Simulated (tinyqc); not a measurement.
# Undoped symmetric double-gate MOSFET, analytic potential model, step by step

tinyqc, about 0.02 s, one thread, Intel Xeon 2.30GHz (shared host): `OMP_NUM_THREADS=1 python tinyqc.py 2440037 2440038 out.jsonl` Printed values are rounded.

An undoped body of thickness ts between two equal insulators and tied gates; long channel, electrons only, n = ni exp((psi - V)/Vt) with V the quasi-Fermi potential (0 at the source, Vd at the drain), constant mobility, no quantisation. Across the body psi(x) = V - 2 Vt ln[(ts/(2 beta)) sqrt(q ni/(2 eps0 eps_r Vt)) cos(2 beta x/ts)], x from the centre. Q is the electron charge per area of the whole body.

Parameters, values chosen for the exercise; material values close to those of silicon: temperature T = 300 K; band gap Eg = 1.1 eV; relative permittivity of the semiconductor eps_r = 11.7; conduction-band density of states at T Nc = 2.75e19 cm^-3; valence-band density of states at T Nv = 2.7e19 cm^-3; relative permittivity of the gate insulator eox = 24.8; insulator thickness tox = 8.7 nm; body thickness ts = 5 nm; gate work function less that of the intrinsic body dphi = 0.2 V; channel mobility mu = 100 cm^2/(V s); gate length L = 0.5 um; gate voltage Vg = 1.3 V; drain voltage Vd = 0.05 V.

Constants: q = 1.602176634e-19 C, kB = 1.380649e-23 J/K, Vt = kB T/q, eps0 = 8.8541878128e-14 F/cm where lengths are in cm. Results are converted to the units shown.

Range of the model: In a body this thin, quantum confinement raises the threshold; it is left out. The surface density at the source passes 0.3 Nc, where Boltzmann statistics fail.

## Constants of the body

ni = sqrt(Nc Nv) exp(-Eg/(2 Vt)), Eg in volts; r = eps_r tox/(eox ts); V0 = dphi + 2 Vt ln[(2/ts) sqrt(2 eps0 eps_r Vt/(q ni))].

ni = 1.56948e10 cm^-3
r = 0.820887
V0 = 0.707910 V

## Iteration 1: beta at the source by Newton steps in z = ln(tan beta)

z at the start = 2

With V = 0, t = exp(z), beta = arctan(t): f = ln(beta) + (1/2) ln(1 + t^2) + 2 r beta t - (Vg - V0)/(2 Vt); with c = t/(1 + t^2), df/dz = c/beta + t c + 2 r t (c + beta); z(new) = z - f/(df/dz).

beta = 1.43628
f = 8.34332
df/dz = 20.1105
z after iteration 1 = 1.58513

## Iteration 2: beta at the source by Newton steps in z = ln(tan beta)

As before.

beta = 1.36867
f = 1.43341
df/dz = 13.6444
z after iteration 2 = 1.48007

## Course of the iteration: beta at the source by Newton steps in z = ln(tan beta)

Stop when z changes by less than 1e-11, or after 60 iterations.

Course of the iteration:
```
iteration        z  |change|
1          1.58513     0.415
2          1.48007     0.105
3          1.47465   5.42e-3
4          1.47464   1.35e-5
5          1.47464  8.36e-11
6          1.47464         0
```

Converged in 6 iterations. At the end the number of correct digits about doubles with each step.

## Charges and drain current

beta_s = 1.34581
beta_d = 1.32744

beta (between 0 and pi/2) solves (Vg - V0 - V)/(2 Vt) = ln(beta) - ln(cos beta) + 2 r beta tan(beta). Q = 8 eps0 eps_r Vt beta tan(beta)/ts; I = mu (1/L)(4 eps0 eps_r/ts)(2 Vt)^2 [g(beta_s) - g(beta_d)] per width, g = beta tan(beta) - beta^2/2 + r beta^2 tan^2(beta), with beta_s at V = 0 and beta_d at V = Vd.

Qs = 2519.76 nC/cm^2
Qd = 2291.06 nC/cm^2
g(beta_s) = 33.3609
g(beta_d) = 27.9327
I = 24.0525 uA/um

The term r beta^2 tan^2(beta), which gives the square law, makes up 85.1 % of g at the source.

## Potential and electron density across the body at the source

x/ts, point 0 to 6: [0, 0.1, 0.2, 0.3, 0.4, 0.45, 0.5]

psi(x) as above with V = 0 and beta = beta_s; n = ni exp(psi/Vt).

psi, point 0 to 6 (V): [0.523266, 0.525162, 0.531150, 0.542353, 0.561835, 0.577270, 0.600830]
n, point 0 to 6 (cm^-3): [9.68803e18, 1.04253e19, 1.31427e19, 2.02712e19, 4.30687e19, 7.82477e19, 1.94653e20]

The density at the surface is 20.1 times that at the centre (1/cos^2 beta). It reaches 7.1 Nc, where Boltzmann statistics overestimate it.
